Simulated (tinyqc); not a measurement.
# Sharing a fixed EOT between the layers

Without charge in the stack, a voltage of 1.2 V over an EOT of 0.97 nm gives F1 = (V/EOT)(3.9/e1) and F2 = F1 e1/e2; t2 = e2 (EOT/3.9 - t1/e1).

Values chosen for this exercise:
```
symbol  value  unit                           meaning
e1       8.65        relative permittivity of layer 1
e2       24.2        relative permittivity of layer 2
```

Sharing a fixed EOT between the layers:
```
t1 (nm),t2 (nm),physical thickness (nm),drop over layer 1 (V),drop over layer 2 (V)
0,6.019,6.019,0,1.200
0.26,5.292,5.552,0.1450,1.055
0.52,4.564,5.084,0.2900,0.9100
0.78,3.837,4.617,0.4351,0.7649
1.04,3.109,4.149,0.5801,0.6199
1.31,2.354,3.664,0.7307,0.4693
1.57,1.627,3.197,0.8757,0.3243
1.83,0.8992,2.729,1.021,0.1793
```

Each 0.1 nm of layer 1 costs 0.280 nm of layer 2, so the physical thickness falls from 6.02 to 2.73 nm. The fields do not change, 5.58 MV/cm in layer 1 and 1.99 MV/cm in layer 2, and layer 1 takes half of the voltage at t1 = 1.08 nm.

Numbers from tinyqc (`OMP_NUM_THREADS=1 python tinyqc.py 2010040 2010041 out.jsonl`; about 0.01 s on one thread of a shared Intel Xeon 2.30GHz).
